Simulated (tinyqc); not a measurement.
# Undoped symmetric double-gate MOSFET, analytic potential model, step by step

Computed by the program tinyqc: `OMP_NUM_THREADS=1 python tinyqc.py 2440019 2440020 out.jsonl`, one thread of a shared Intel Xeon 2.30GHz, about 0.01 s for the whole run. Printed values are rounded.

An undoped body of thickness ts between two equal insulators and tied gates; long channel, electrons only, n = ni exp((psi - V)/Vt) with V the quasi-Fermi potential (0 at the source, Vd at the drain), constant mobility, no quantisation. Across the body psi(x) = V - 2 Vt ln[(ts/(2 beta)) sqrt(q ni/(2 eps0 eps_r Vt)) cos(2 beta x/ts)], x from the centre. Q is the electron charge per area of the whole body.

Parameters, values chosen for the exercise; material values close to those of gallium arsenide:
```
symbol    value        unit                                             meaning
T           300           K                                         temperature
Eg         1.39          eV                                            band gap
eps_r      12.7                      relative permittivity of the semiconductor
Nc      4.39e17       cm^-3              conduction-band density of states at T
Nv      9.18e18       cm^-3                 valence-band density of states at T
eox        7.73                     relative permittivity of the gate insulator
tox         4.1          nm                                 insulator thickness
ts            5          nm                                      body thickness
dphi       0.21           V  gate work function less that of the intrinsic body
mu          370  cm^2/(V s)                                    channel mobility
L           0.2          um                                         gate length
Vg         0.83           V                                        gate voltage
Vd          0.5           V                                       drain voltage
```

Constants: q = 1.602176634e-19 C, kB = 1.380649e-23 J/K, Vt = kB T/q, eps0 = 8.8541878128e-14 F/cm where lengths are in cm. Results are converted to the units shown.

Range of the model: In a body this thin, quantum confinement raises the threshold; it is left out.

## Constants of the body

ni = sqrt(Nc Nv) exp(-Eg/(2 Vt)), Eg in volts; r = eps_r tox/(eox ts); V0 = dphi + 2 Vt ln[(2/ts) sqrt(2 eps0 eps_r Vt/(q ni))].

ni = 4.23806e6 cm^-3
r = 1.34722
V0 = 0.932456 V

## Iteration 1: beta at the source by Newton steps

beta at the start = 0.8

With V = 0: f = ln(beta) - ln(cos beta) + 2 r beta tan(beta) - (Vg - V0)/(2 Vt); f' = 1/beta + tan(beta) + 2 r [tan(beta) + beta/cos^2(beta)]; beta(new) = beta - f/f'.

f = 4.33926
f' = 9.49470
beta after iteration 1 = 0.342981

## Iteration 2: beta at the source by Newton steps

As before.

f = 1.30151
f' = 5.27686
beta after iteration 2 = 0.0963358

## Course of the iteration: beta at the source by Newton steps

Stop when beta changes by less than 1e-11, or after 40 iterations. beta must stay between 0 and pi/2.

Course of the iteration:
```
iteration       beta  |change|
1           0.342981     0.457
2          0.0963358     0.247
3           0.126211    0.0299
4           0.130455   4.24e-3
5           0.130514   5.80e-5
6           0.130514   1.03e-8
7           0.130514   < 1e-13
```

Converged in 7 iterations. At the end the number of correct digits about doubles with each step.

## Charges and drain current

beta_s = 0.130514
beta_d = 8.70154e-6

beta (between 0 and pi/2) solves (Vg - V0 - V)/(2 Vt) = ln(beta) - ln(cos beta) + 2 r beta tan(beta). Q = 8 eps0 eps_r Vt beta tan(beta)/ts; I = mu (1/L)(4 eps0 eps_r/ts)(2 Vt)^2 [g(beta_s) - g(beta_d)] per width, g = beta tan(beta) - beta^2/2 + r beta^2 tan^2(beta), with beta_s at V = 0 and beta_d at V = Vd.

Qs = 7.96807 nC/cm^2
Qd = 3.52176e-8 nC/cm^2
g(beta_s) = 0.00900965
g(beta_d) = 3.78584e-11
I = 0.400839 uA/um

The term r beta^2 tan^2(beta), which gives the square law, makes up 4.39 % of g at the source.

## Potential and electron density across the body at the source

x/ts, point 0 to 6: [0, 0.1, 0.2, 0.3, 0.4, 0.45, 0.5]

psi(x) as above with V = 0 and beta = beta_s; n = ni exp(psi/Vt).

```
point   psi (V)   n (cm^-3)
0      0.617172  9.89002e16
1      0.617189  9.89676e16
2      0.617242  9.91702e16
3      0.617330  9.95092e16
4      0.617454  9.99863e16
5      0.617529  1.00277e17
6      0.617613  1.00604e17
```

The density at the surface is 1.02 times that at the centre (1/cos^2 beta).
